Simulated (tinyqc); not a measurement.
# Frequency dispersion of an accumulation capacitance by border traps, distributed model, step by step

Program tinyqc, `OMP_NUM_THREADS=1 python tinyqc.py 2202026 2202027 out.jsonl`; Intel Xeon 2.30GHz, shared host, one thread, about 0.5 s. Printed values are rounded.

Traps spread evenly through the insulator exchange electrons with the semiconductor by tunnelling, with tau(x) = t0 exp(2 ka x) at depth x from the interface. The admittance per area Y seen at depth x obeys dY/dx = -Y^2/(i w eps0 eox) + q Nb ln(1 + i w tau)/tau, with Y(0) = i w Cs and w = 2 pi f; the gate sees Y(tox) = G + i w C. Working variable y = Y/(i w), in uF/cm^2. Cox = eps0 eox/tox.

Values chosen for this exercise; permittivity close to that of aluminium oxide:
- eox = 8.61 (relative permittivity of the insulator)
- tox = 7.9 nm (insulator thickness)
- Cs = 1.7 uF/cm^2 (semiconductor capacitance in accumulation)
- Nb = 2.1e19 cm^-3 eV^-1 (density of border traps)
- ka = 4.3 1/nm (decay constant of the wave function in the insulator)
- t0 = 9e-9 s (time constant of a trap at the interface)
- f = 1e6 Hz (frequency)
- xe = 0.92 nm (depth down to which the steps are taken)

Constants: q = 1.602176634e-19 C, eps0 = 8.8541878128e-14 F/cm where lengths are in cm. Results are converted to the units shown.

## Scales and lumped estimate

Cox; trap-free value 1/(1/Cox + 1/Cs); response depth d = ln(1/(w t0))/(2 ka), where w tau = 1; lumped estimate: all traps within d act as C_bt = q Nb d placed at d/2, so C = 1/{1/[1/(1/Cs + d/(2 eps0 eox)) + C_bt] + (tox - d/2)/(eps0 eox)}.

Cox = 0.964994 uF/cm^2
trap-free C = 0.615570 uF/cm^2
d = 0.334029 nm
C_bt = 0.112387 uF/cm^2
lumped C = 0.630773 uF/cm^2

The traps within reach amount to 0.0661 Cs and lie in the first 4.23 % of the insulator.

## Midpoint steps through the active depth

In terms of y: dy/dx = -y^2/(eps0 eox) + s(x), s = q Nb ln(1 + z)/z, z = i w tau. 11 midpoint steps of h = xe/11: y_half = y + (h/2) y'(x, y), y(new) = y + h y'(x + h/2, y_half).

x, point 0 to 11 (nm): [0, 0.0836364, 0.167273, 0.250909, 0.334545, 0.418182, 0.501818, 0.585455, 0.669091, 0.752727, 0.836364, 0.92]
s, point 0 to 11 (uF/(cm^2 nm)): [0.336099-0.009498i, 0.334958-0.019399i, 0.330295-0.038996i, 0.312909-0.073793i, 0.263826-0.116836i, 0.182624-0.135315i, 0.106408-0.116844i, 0.056377-0.083965i, 0.028566-0.054370i, 0.014178-0.033080i, 0.006969-0.019331i, 0.003410-0.010984i]
y, point 0 to 11 (uF/cm^2): [1.70000+0.00000i, 1.69644-0.00112i, 1.69282-0.00336i, 1.68857-0.00772i, 1.68192-0.01535i, 1.66990-0.02558i, 1.65145-0.03530i, 1.62845-0.04230i, 1.60318-0.04641i, 1.57715-0.04831i, 1.55117-0.04875i, 1.52564-0.04833i]

## Capacitance and conductance at the gate

y at xe = 1.52564-0.04833i uF/cm^2

Beyond xe the traps are ignored, so 1/y(tox) = 1/y(xe) + (tox - xe)/(eps0 eox); C = Re y, G/w = -Im y, loss tangent G/(w C).

y at the gate = 0.636669-0.008410i uF/cm^2
C = 0.636669 uF/cm^2
G/w = 0.00840970 uF/cm^2
loss tangent = 0.0132089

A fine integration over the whole insulator gives C = 0.63677 and G/w = 0.008683 uF/cm^2; the coarse G/w is 3.2 % below that. The fine C is 3.4 % above the trap-free value, and the lumped estimate is 0.94 % below the fine result.
